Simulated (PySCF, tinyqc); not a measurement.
Inside a calculation. Method: coupled-perturbed Hartree-Fock on RHF in the sto-3g basis, for BeH+, spin multiplicity 1. The lowest restricted solution is unstable here: a spin-polarised one lies 0.0191 hartree lower (PySCF). Computed by tinyqc, a small Python program that keeps every step (integrals from PySCF). Settings: charge = 1, multiplicity = 1, basis = sto-3g, method = RHF, energy threshold = 1e-10, iteration cap = 68, orthogonalisation = canonical, start = Wolfsberg-Helmholz matrix, DIIS depth = 6. Command: `OMP_NUM_THREADS=1 python tinyqc.py 24784 24785 out.jsonl` (the two numbers bound the seeds that draw the settings). One thread of a shared host (Intel(R) Xeon(R) Processor @ 2.60GHz), about 0.1 s of CPU time with the checks. The early iterations of the SCF are left out here.

## One-electron integrals

Geometry (angstrom):

| atom | x | y | z |
|---|---|---|---|
| Be | 0.000000 | 0.000000 | 0.000000 |
| H | 0.000000 | 0.000000 | 1.974000 |

Basis sto-3g: exponents (1/bohr^2) and contraction coefficients of normalised primitives:

| element | l (shell) | exponent | coefficient |
|---|---|---|---|
| Be | s (1) | 30.167871 | 0.154329 |
| Be | s (1) | 5.495115 | 0.535328 |
| Be | s (1) | 1.487193 | 0.444635 |
| Be | s (2) | 1.314833 | -0.099967 |
| Be | s (2) | 0.305539 | 0.399513 |
| Be | s (2) | 0.099371 | 0.700115 |
| Be | p (3) | 1.314833 | 0.155916 |
| Be | p (3) | 0.305539 | 0.607684 |
| Be | p (3) | 0.099371 | 0.391957 |
| H | s (1) | 3.425251 | 0.154329 |
| H | s (1) | 0.623914 | 0.535328 |
| H | s (1) | 0.168855 | 0.444635 |

Overlap, kinetic and nuclear-attraction integrals over the contracted functions; the nuclear repulsion is the sum of Za Zb / Rab.

nuclear repulsion = 1.07229425 hartree

overlap S:
```
           1Be 1s    1Be 2s   1Be 2px   1Be 2py   1Be 2pz     2H 1s
1Be 1s   1.000000  0.259517  0.000000  0.000000  0.000000  0.017012
1Be 2s   0.259517  1.000000  0.000000  0.000000  0.000000  0.239500
1Be 2px  0.000000  0.000000  1.000000  0.000000  0.000000  0.000000
1Be 2py  0.000000  0.000000  0.000000  1.000000  0.000000  0.000000
1Be 2pz  0.000000  0.000000  0.000000  0.000000  1.000000  0.320027
2H 1s    0.017012  0.239500  0.000000  0.000000  0.320027  1.000000
```

kinetic energy T (hartree):
```
            1Be 1s     1Be 2s   1Be 2px   1Be 2py   1Be 2pz      2H 1s
1Be 1s    6.693975  -0.033012  0.000000  0.000000  0.000000  -0.005701
1Be 2s   -0.033012   0.211111  0.000000  0.000000  0.000000   0.007296
1Be 2px   0.000000   0.000000  0.660592  0.000000  0.000000   0.000000
1Be 2py   0.000000   0.000000  0.000000  0.660592  0.000000   0.000000
1Be 2pz   0.000000   0.000000  0.000000  0.000000  0.660592   0.046265
2H 1s    -0.005701   0.007296  0.000000  0.000000  0.046265   0.760032
```

nuclear attraction V (hartree):
```
             1Be 1s     1Be 2s    1Be 2px    1Be 2py    1Be 2pz      2H 1s
1Be 1s   -14.829166  -1.968815   0.000000   0.000000  -0.008294  -0.127951
1Be 2s    -1.968815  -2.578791   0.000000   0.000000  -0.085443  -0.526929
1Be 2px    0.000000   0.000000  -2.541175   0.000000   0.000000   0.000000
1Be 2py    0.000000   0.000000   0.000000  -2.541175   0.000000   0.000000
1Be 2pz   -0.008294  -0.085443   0.000000   0.000000  -2.597822  -0.685470
2H 1s     -0.127951  -0.526929   0.000000   0.000000  -0.685470  -2.298447
```

core Hamiltonian H = T + V (hartree):
```
            1Be 1s     1Be 2s    1Be 2px    1Be 2py    1Be 2pz      2H 1s
1Be 1s   -8.135191  -2.001828   0.000000   0.000000  -0.008294  -0.133652
1Be 2s   -2.001828  -2.367680   0.000000   0.000000  -0.085443  -0.519633
1Be 2px   0.000000   0.000000  -1.880583   0.000000   0.000000   0.000000
1Be 2py   0.000000   0.000000   0.000000  -1.880583   0.000000   0.000000
1Be 2pz  -0.008294  -0.085443   0.000000   0.000000  -1.937230  -0.639205
2H 1s    -0.133652  -0.519633   0.000000   0.000000  -0.639205  -1.538415
```

## Two-electron integrals

Functions are numbered as in S; the eight-fold symmetry (ij|kl) = (ji|kl) = (kl|ij) leaves the list below.

Two-electron integrals (ij|kl) in chemists' order, unique and non-zero (hartree):
```
(11|11) 2.298831   (21|11) 0.392036   (21|21) 0.079539   (22|11) 0.570988
(22|21) 0.143041   (22|22) 0.417683   (31|31) 0.014607   (32|31) 0.021888
(32|32) 0.092265   (33|11) 0.569578   (33|21) 0.143083   (33|22) 0.417589
(33|33) 0.449859   (41|41) 0.014607   (42|41) 0.021888   (42|42) 0.092265
(43|43) 0.024249   (44|11) 0.569578   (44|21) 0.143083   (44|22) 0.417589
(44|33) 0.401360   (44|44) 0.449859   (51|51) 0.014607   (52|51) 0.021888
(52|52) 0.092265   (53|53) 0.024249   (54|54) 0.024249   (55|11) 0.569578
(55|21) 0.143083   (55|22) 0.417589   (55|33) 0.401360   (55|44) 0.401360
(55|55) 0.449859   (61|11) 0.025257   (61|21) 0.005128   (61|22) 0.009325
(61|33) 0.009265   (61|44) 0.009265   (61|51) 0.000481   (61|52) 0.000905
(61|55) 0.009450   (61|61) 0.000348   (62|11) 0.092554   (62|21) 0.023692
(62|22) 0.079881   (62|33) 0.076546   (62|44) 0.076546   (62|51) 0.003002
(62|52) 0.021389   (62|55) 0.086465   (62|61) 0.001699   (62|62) 0.027753
(63|31) 0.001700   (63|32) 0.008927   (63|53) 0.003310   (63|63) 0.001905
(64|41) 0.001700   (64|42) 0.008927   (64|54) 0.003310   (64|64) 0.001905
(65|11) 0.112822   (65|21) 0.029124   (65|22) 0.102001   (65|33) 0.096256
(65|44) 0.096256   (65|51) 0.004674   (65|52) 0.032602   (65|55) 0.113376
(65|61) 0.002141   (65|62) 0.039317   (65|65) 0.056474   (66|11) 0.267925
(66|21) 0.069503   (66|22) 0.262168   (66|33) 0.245894   (66|44) 0.245894
(66|51) 0.008221   (66|52) 0.080049   (66|55) 0.294292   (66|61) 0.004986
(66|62) 0.126455   (66|65) 0.186752   (66|66) 0.774606
```

## Orthogonalisation

S = U s U^T; canonical form X = U s^(-1/2), so that X^T S X = 1. Each column of U has its largest component positive (the first on a tie).

eigenvalues of S: 0.569566  0.803094  1.000000  1.000000  1.183268  1.444072

X:
```
                 1          2          3         4          5         6
1Be 1s    0.392089   0.722050   0.000000  0.000000   0.566745  0.280568
1Be 2s   -0.705592  -0.524847   0.000000  0.000000   0.419445  0.445833
1Be 2px   0.000000   0.000000  -0.648935  0.760844   0.000000  0.000000
1Be 2py   0.000000   0.000000   0.760844  0.648935   0.000000  0.000000
1Be 2pz  -0.626951   0.570297   0.000000  0.000000  -0.511905  0.376641
2H 1s     0.843244  -0.350892   0.000000  0.000000  -0.293149  0.522630
```

Within a degenerate level the vectors are fixed only up to a rotation; this is one choice.

## Starting guess

The start is the generalised Wolfsberg-Helmholz matrix (K = 1.75) built on H; D = 2 C_occ C_occ^T.

D at the start:
```
            1Be 1s    1Be 2s   1Be 2px   1Be 2py    1Be 2pz      2H 1s
1Be 1s    1.976852  0.004107  0.000000  0.000000  -0.148512  -0.127227
1Be 2s    0.004107  0.279442  0.000000  0.000000   0.466186   0.340221
1Be 2px   0.000000  0.000000  0.000000  0.000000   0.000000   0.000000
1Be 2py   0.000000  0.000000  0.000000  0.000000   0.000000   0.000000
1Be 2pz  -0.148512  0.466186  0.000000  0.000000   0.789937   0.577975
2H 1s    -0.127227  0.340221  0.000000  0.000000   0.577975   0.423064
```

## Iteration 9 (converged): orbitals

converged F (hartree):
```
            1Be 1s     1Be 2s    1Be 2px    1Be 2py    1Be 2pz      2H 1s
1Be 1s   -4.975938  -1.397541   0.000000   0.000000   0.015430  -0.092405
1Be 2s   -1.397541  -0.838672   0.000000   0.000000  -0.083261  -0.319668
1Be 2px   0.000000   0.000000  -0.116709   0.000000   0.000000   0.000000
1Be 2py   0.000000   0.000000   0.000000  -0.116709   0.000000   0.000000
1Be 2pz   0.015430  -0.083261   0.000000   0.000000  -0.201740  -0.278940
2H 1s    -0.092405  -0.319668   0.000000   0.000000  -0.278940  -0.383984
```

Diagonalise F' = X^T F X, C = X C', fill 2 alpha and 2 beta electrons from the bottom; D = 2 C_occ C_occ^T. Each column has its largest component positive (the first on a tie).

F' = X^T F X (hartree):
```
           1          2          3          4          5          6
1  -0.228593  -0.708110   0.000000   0.000000  -0.658659  -0.368104
2  -0.708110  -1.775643   0.000000   0.000000  -1.850446  -0.961209
3   0.000000   0.000000  -0.116709   0.000000   0.000000   0.000000
4   0.000000   0.000000   0.000000  -0.116709   0.000000   0.000000
5  -0.658659  -1.850446   0.000000   0.000000  -2.443727  -1.303638
6  -0.368104  -0.961209   0.000000   0.000000  -1.303638  -1.352111
```

orbital energies (hartree): MO1 -4.978692, MO2 -0.624019, MO3 -0.249525, MO4 -0.116709, MO5 -0.116709, MO6 0.052162

coefficients C:
```
               MO1        MO2        MO3       MO4        MO5        MO6
1Be 1s    0.993042  -0.205944  -0.197103  0.000000   0.000000  -0.087256
1Be 2s    0.025822   0.695139   0.722346  0.000000   0.000000   0.377304
1Be 2px   0.000000   0.000000   0.000000  0.831485  -0.555546   0.000000
1Be 2py   0.000000   0.000000   0.000000  0.555546   0.831485   0.000000
1Be 2pz  -0.002026   0.238702  -0.551924  0.000000   0.000000   0.872129
2H 1s    -0.002659   0.501569  -0.449849  0.000000   0.000000  -0.859838
```

D after iteration 9:
```
            1Be 1s     1Be 2s   1Be 2px   1Be 2py    1Be 2pz      2H 1s
1Be 1s    2.057090  -0.235035  0.000000  0.000000  -0.102342  -0.211871
1Be 2s   -0.235035   0.967770  0.000000  0.000000   0.331757   0.697182
1Be 2px   0.000000   0.000000  0.000000  0.000000   0.000000   0.000000
1Be 2py   0.000000   0.000000  0.000000  0.000000   0.000000   0.000000
1Be 2pz  -0.102342   0.331757  0.000000  0.000000   0.113965   0.239461
2H 1s    -0.211871   0.697182  0.000000  0.000000   0.239461   0.503156
```

Within a degenerate level the vectors are fixed only up to a rotation; this is one choice.

## Convergence

Stop when the energy changes by less than 1e-10 hartree and every element of the error matrix X^T (F D S - S D F) X is below 3e-06.

Course of the cycle:

| iteration | E (hartree) | change | largest element of the error matrix |
|---|---|---|---|
| 1 | -14.50298730 | - | 1.38e-01 |
| 2 | -14.54952790 | -4.65e-02 | 5.58e-02 |
| 3 | -14.57429299 | -2.48e-02 | 4.18e-02 |
| 4 | -14.58468583 | -1.04e-02 | 1.26e-02 |
| 5 | -14.58470306 | -1.72e-05 | 6.60e-03 |
| 6 | -14.58494180 | -2.39e-04 | 1.69e-03 |
| 7 | -14.58495582 | -1.40e-05 | 2.09e-04 |
| 8 | -14.58495604 | -2.26e-07 | 3.61e-06 |
| 9 | -14.58495604 | -6.64e-11 | 3.45e-08 |

PySCF RHF in the same basis = -14.58495604 hartree

Converged in 9 iterations.

## Populations, bond orders and dipole

Mulliken: Z minus the diagonal of D S on the atom; Loewdin: the same with S^(1/2) D S^(1/2); Mayer order: 2 sum_s sum (D(s) S)_ij (D(s) S)_ji over the two atoms.

Charges (e):

| atom | Mulliken | Loewdin |
|---|---|---|
| 1Be | 0.743161 | 0.757235 |
| 2H | 0.256839 | 0.242765 |

Mayer bond orders:

| pair | order |
|---|---|
| 2-1 | 0.934034 |

dipole moment about the origin, x y z (debye): 0.000000  0.000000  -0.570467

## Integrals over molecular orbitals

(pq|rs) = sum C_ip C_jq C_kr C_ls (ij|kl), one index at a time.

one-electron integrals over orbitals h = C^T H C (hartree):
```
           1          2          3          4          5          6
1  -8.125821   0.179272   0.189414   0.000000   0.000000   0.053684
2   0.179272  -1.928719  -0.106559   0.000000   0.000000  -0.241845
3   0.189414  -0.106559  -1.819954   0.000000   0.000000   0.122733
4   0.000000   0.000000   0.000000  -1.880583   0.000000   0.000000
5   0.000000   0.000000   0.000000   0.000000  -1.880583   0.000000
6   0.053684  -0.241845   0.122733   0.000000   0.000000  -1.657244
```

Two-electron integrals over orbitals (pq|rs), unique and non-zero (hartree):
```
(11|11) 2.275856    (21|11) -0.177136   (21|21) 0.022693    (22|11) 0.446983
(22|21) -0.002136   (22|22) 0.433428    (31|11) -0.169973   (31|21) 0.018545
(31|22) -0.012608   (31|31) 0.025009    (32|11) 0.093394    (32|21) -0.005776
(32|22) -0.061684   (32|31) 0.001280    (32|32) 0.077110    (33|11) 0.503361
(33|21) -0.009914   (33|22) 0.332913    (33|31) 0.001480    (33|32) 0.025543
(33|33) 0.407698    (41|41) 0.015578    (42|41) 0.014589    (42|42) 0.047464
(43|41) 0.013609    (43|42) 0.036203    (43|43) 0.046393    (44|11) 0.569241
(44|21) -0.006191   (44|22) 0.344217    (44|31) -0.005985   (44|32) 0.050314
(44|33) 0.370991    (44|44) 0.449859    (51|51) 0.015578    (52|51) 0.014589
(52|52) 0.047464    (53|51) 0.013609    (53|52) 0.036203    (53|53) 0.046393
(54|54) 0.024249    (55|11) 0.569241    (55|21) -0.006191   (55|22) 0.344217
(55|31) -0.005985   (55|32) 0.050314    (55|33) 0.370991    (55|44) 0.401360
(55|55) 0.449859    (61|11) -0.071259   (61|21) 0.012237    (61|22) 0.008351
(61|31) 0.001095    (61|32) -0.008086   (61|33) -0.013403   (61|44) -0.001885
(61|55) -0.001885   (61|61) 0.014665    (62|11) 0.131376    (62|21) -0.000873
(62|22) -0.008670   (62|31) -0.008651   (62|32) 0.058764    (62|33) -0.004488
(62|44) 0.069790    (62|55) 0.069790    (62|61) 0.006499    (62|62) 0.112166
(63|11) -0.087888   (63|21) 0.003423    (63|22) 0.056451    (63|31) -0.004827
(63|32) -0.074784   (63|33) -0.041145   (63|44) -0.044820   (63|55) -0.044820
(63|61) 0.008507    (63|62) -0.062705   (63|63) 0.092019    (64|41) 0.006086
(64|42) 0.023009    (64|43) 0.005022    (64|64) 0.021156    (65|51) 0.006086
(65|52) 0.023009    (65|53) 0.005022    (65|65) 0.021156    (66|11) 0.478475
(66|21) -0.002504   (66|22) 0.439644    (66|31) -0.011184   (66|32) -0.064447
(66|33) 0.362629    (66|44) 0.348797    (66|55) 0.348797    (66|61) 0.006886
(66|62) -0.029009   (66|63) 0.055930    (66|66) 0.472150
```

## Response to a field: uncoupled start

dipole integrals <a|y|i> (bohr):
```
          i1        i2
a3  0.000000  0.000000
a4  0.081409  0.520361
a5  0.121845  0.778823
a6  0.000000  0.000000
```

Field along y; U_ai = -mu_ai / (e_a - e_i), alpha = -4 sum U_ai mu_ai.

uncoupled U:
```
           i1         i2
a3   0.000000   0.000000
a4  -0.016744  -1.025727
a5  -0.025061  -1.535203
a6   0.000000   0.000000
```

uncoupled polarisability = 6.935262 bohr^3

## Coupled step 1

U_ai = -(mu_ai + sum_bj [4 (ai|bj) - (ab|ij) - (aj|bi)] U_bj) / (e_a - e_i); alpha = -4 sum U_ai mu_ai.

U after step 1:
```
           i1         i2
a3   0.000000   0.000000
a4  -0.008004  -1.432148
a5  -0.011979  -2.143494
a6   0.000000   0.000000
```

polarisability = 9.666987 bohr^3

## Coupled step 2

As before.

U after step 2:
```
           i1         i2
a3   0.000000   0.000000
a4  -0.002888  -1.594698
a5  -0.004323  -2.386782
a6   0.000000   0.000000
```

polarisability = 10.757841 bohr^3

## Coupled polarisability

Repeat until U stops changing; compare with -d2E/dF2.

Course of the coupled iterations:

| step | alpha (bohr^3) |
|---|---|
| 0 | 6.935262 |
| 1 | 9.666987 |
| 2 | 10.757841 |
| 3 | 11.195024 |
| 4 | 11.370399 |
| 5 | 11.440768 |
| 6 | 11.469005 |
| 7 | 11.480335 |
| 8 | 11.484882 |
| 9 | 11.486707 |
| 10 | 11.487439 |
| 11 | 11.487733 |
| 12 | 11.487851 |
| 13 | 11.487898 |
| 14 | 11.487917 |
| 15 | 11.487925 |
| 16 | 11.487928 |
| 17 | 11.487929 |
| 18 | 11.487929 |
| 19 | 11.487929 |
| 20 | 11.487930 |
| 21 | 11.487930 |

coupled polarisability = 11.487930 bohr^3

finite-field check, fields of +/-0.001 au = 11.487830 bohr^3
